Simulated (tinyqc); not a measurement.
Inside a calculation. Method: plane-wave Kohn-Sham cycle with exchange-only LDA in a layered model solid. Computed by tinyqc, a small Python program that keeps every step. Settings: points = 16, plane-wave index or count = 2, electrons = 2, k points = 3, area = 16.0, mixing = 1.0, iteration cap = 80, Kerker q0 = 1.5. Command: `OMP_NUM_THREADS=1 python tinyqc.py 23637 23638 out.jsonl` (the two numbers bound the seeds that draw the settings). One thread of a shared host (Intel(R) Xeon(R) Processor @ 2.60GHz), about 0.05 s of CPU time with the checks. Later iterations appear only in the table of the cycle.

## Iteration 1: potential

A solid whose potential varies along x alone (atomic units):

| parameter | value |
|---|---|
| period a | 13.000000 |
| cross-section of the cell | 16.000000 |
| electrons per cell | 2 |
| grid points | 16 |
| plane waves -n..n, n | 2 |
| k points | 3 |
| V1 in V1 cos(2 pi x/a) | -0.780000 |
| V2 in V2 cos(4 pi x/a) | -0.230000 |

density at the start, on the grid x_j = j a/N (e/bohr^3): 0.00961538  0.00961538  0.00961538  0.00961538  0.00961538  0.00961538  0.00961538  0.00961538  0.00961538  0.00961538  0.00961538  0.00961538  0.00961538  0.00961538  0.00961538  0.00961538

V_H(G) = 4 pi rho(G)/G^2 for G != 0 (uniform background); v_x = -(3 rho/pi)^(1/3); V = V_ext + V_H + v_x; Fourier components f(G_m) = (1/N) sum_j f(x_j) exp(-i G_m x_j).

Potentials on the grid (hartree):

| x | V_ext | V_H | v_x | V |
|---|---|---|---|---|
| 0.000000 | -1.010000 | 0.000000 | -0.209401 | -1.219401 |
| 0.812500 | -0.883261 | 0.000000 | -0.209401 | -1.092662 |
| 1.625000 | -0.551543 | 0.000000 | -0.209401 | -0.760945 |
| 2.437500 | -0.135859 | 0.000000 | -0.209401 | -0.345260 |
| 3.250000 | 0.230000 | 0.000000 | -0.209401 | 0.020599 |
| 4.062500 | 0.461128 | 0.000000 | -0.209401 | 0.251726 |
| 4.875000 | 0.551543 | 0.000000 | -0.209401 | 0.342142 |
| 5.687500 | 0.557991 | 0.000000 | -0.209401 | 0.348590 |
| 6.500000 | 0.550000 | 0.000000 | -0.209401 | 0.340599 |
| 7.312500 | 0.557991 | 0.000000 | -0.209401 | 0.348590 |
| 8.125000 | 0.551543 | 0.000000 | -0.209401 | 0.342142 |
| 8.937500 | 0.461128 | 0.000000 | -0.209401 | 0.251726 |
| 9.750000 | 0.230000 | 0.000000 | -0.209401 | 0.020599 |
| 10.562500 | -0.135859 | 0.000000 | -0.209401 | -0.345260 |
| 11.375000 | -0.551543 | 0.000000 | -0.209401 | -0.760945 |
| 12.187500 | -0.883261 | 0.000000 | -0.209401 | -1.092662 |

V(G_m), m = 0, 1, 2, ... (hartree): -0.209401  -0.390000  -0.115000  0.000000  0.000000

## Iteration 1: Hamiltonian at one k

k = 0.000000 2 pi / a

H(m,m') = (k + G_m)^2/2 delta + V(G_m - G_m'), with V(-G) = V(G).

H (hartree):
```
           -2         -1         +0         +1         +2
-2   0.257799  -0.390000  -0.115000   0.000000   0.000000
-1  -0.390000  -0.092601  -0.390000  -0.115000   0.000000
+0  -0.115000  -0.390000  -0.209401  -0.390000  -0.115000
+1   0.000000  -0.115000  -0.390000  -0.092601  -0.390000
+2   0.000000   0.000000  -0.115000  -0.390000   0.257799
```

## Iteration 1: levels at that k

Diagonalise the Hermitian matrix.

eigenvalues (hartree): -0.894884  -0.267275  0.213767  0.521913  0.547473

## Iteration 1: new density

Motion across x is left out: the lowest 1 band(s) hold two electrons at each of the k points (j + 1/2)/nk - 1/2. Residual R = rho(out) - rho(in); rho(new) = rho(in) + 1 R, with R(G) scaled by G^2/(G^2 + 1.5^2) (Kerker). rho(out) = 2/(a A nk) sum |psi|^2 with psi = sum c exp(i G x). Harris energy E = band energy - dV sum rho (V_H/2 + v_x) + (3/4) dV sum rho v_x with rho(in), dV = a A/N, band energy = (2/nk) sum of the filled levels.

rho(out) (e/bohr^3): 0.04162550  0.03369959  0.01717600  0.00466634  0.00036949  0.00006396  0.00003980  0.00003165  0.00012701  0.00003165  0.00003980  0.00006396  0.00036949  0.00466634  0.01717600  0.03369959

density after iteration 1 (e/bohr^3): 0.01688344  0.01396866  0.00860523  0.00615329  0.00723562  0.00882259  0.00936775  0.00951699  0.00962243  0.00951699  0.00936775  0.00882259  0.00723562  0.00615329  0.00860523  0.01396866

energy per cell = -1.67938386 hartree

## Iteration 2: potential

As before.

Potentials on the grid (hartree):

| x | V_ext | V_H | v_x | V |
|---|---|---|---|---|
| 0.000000 | -1.010000 | 0.138186 | -0.252626 | -1.124440 |
| 0.812500 | -0.883261 | 0.110198 | -0.237160 | -1.010223 |
| 1.625000 | -0.551543 | 0.047868 | -0.201795 | -0.705470 |
| 2.437500 | -0.135859 | -0.008305 | -0.180451 | -0.324614 |
| 3.250000 | 0.230000 | -0.038348 | -0.190465 | 0.001187 |
| 4.062500 | 0.461128 | -0.048917 | -0.203480 | 0.208730 |
| 4.875000 | 0.551543 | -0.052097 | -0.207588 | 0.291858 |
| 5.687500 | 0.557991 | -0.052976 | -0.208685 | 0.296331 |
| 6.500000 | 0.550000 | -0.053032 | -0.209452 | 0.287515 |
| 7.312500 | 0.557991 | -0.052976 | -0.208685 | 0.296331 |
| 8.125000 | 0.551543 | -0.052097 | -0.207588 | 0.291858 |
| 8.937500 | 0.461128 | -0.048917 | -0.203480 | 0.208730 |
| 9.750000 | 0.230000 | -0.038348 | -0.190465 | 0.001187 |
| 10.562500 | -0.135859 | -0.008305 | -0.180451 | -0.324614 |
| 11.375000 | -0.551543 | 0.047868 | -0.201795 | -0.705470 |
| 12.187500 | -0.883261 | 0.110198 | -0.237160 | -1.010223 |

V(G_m), m = 0, 1, 2, ... (hartree): -0.207583  -0.352799  -0.105313  -0.001001  -0.000458

## Iteration 2: Hamiltonian at one k

k = 0.000000 2 pi / a

As before.

H (hartree):
```
           -2         -1         +0         +1         +2
-2   0.259617  -0.352799  -0.105313  -0.001001  -0.000458
-1  -0.352799  -0.090783  -0.352799  -0.105313  -0.001001
+0  -0.105313  -0.352799  -0.207583  -0.352799  -0.105313
+1  -0.001001  -0.105313  -0.352799  -0.090783  -0.352799
+2  -0.000458  -0.001001  -0.105313  -0.352799   0.259617
```

## Iteration 2: levels at that k

As before.

eigenvalues (hartree): -0.819533  -0.235303  0.192879  0.482134  0.509908

## Iteration 2: new density

As before.

rho(out) (e/bohr^3): 0.04127071  0.03352087  0.01729380  0.00486129  0.00044200  0.00004905  0.00003159  0.00003033  0.00011758  0.00003033  0.00003159  0.00004905  0.00044200  0.00486129  0.01729380  0.03352087

density after iteration 2 (e/bohr^3): 0.02158492  0.01712374  0.00867308  0.00427356  0.00534928  0.00774879  0.00889566  0.00931545  0.00950212  0.00931545  0.00889566  0.00774879  0.00534928  0.00427356  0.00867308  0.01712374

energy per cell = -1.54169868 hartree

## Convergence

Stop when sqrt(dV sum R^2) is below 1e-8, dV = a A/N.

Course of the cycle:

| iteration | E (hartree) | norm of the residual |
|---|---|---|
| 1 | -1.67938386 | 2.03e-01 |
| 2 | -1.54169868 | 1.69e-01 |
| 3 | -1.43285688 | 1.46e-01 |
| 4 | -1.34753759 | 1.28e-01 |
| 5 | -1.28014708 | 1.14e-01 |
| 6 | -1.22658514 | 1.01e-01 |
| 7 | -1.18384369 | 9.08e-02 |
| 8 | -1.14966487 | 8.14e-02 |
| 9 | -1.12232173 | 7.31e-02 |
| 10 | -1.10046894 | 6.56e-02 |
| 11 | -1.08304043 | 5.89e-02 |
| ... | ... | ... |
| 70 | -1.02018655 | 2.49e-05 |
| 71 | -1.02018655 | 2.18e-05 |
| 72 | -1.02018655 | 1.91e-05 |
| 73 | -1.02018655 | 1.67e-05 |
| 74 | -1.02018655 | 1.47e-05 |
| 75 | -1.02018655 | 1.28e-05 |
| 76 | -1.02018655 | 1.13e-05 |
| 77 | -1.02018655 | 9.86e-06 |
| 78 | -1.02018655 | 8.64e-06 |
| 79 | -1.02018655 | 7.57e-06 |
| 80 | -1.02018655 | 6.63e-06 |

Not converged within 80 iterations: the residual falls steadily but slowly, by a factor of about 0.88 a step. Reruns (cap 100 unless said): mixing 0.1: not converged; mixing 0.5, Kerker q0 1.0: not converged; mixing 0.3, Pulay depth 5: converged in 18 (E = -1.02019); the original settings with a cap of 400: converged in 130 (E = -1.02019).
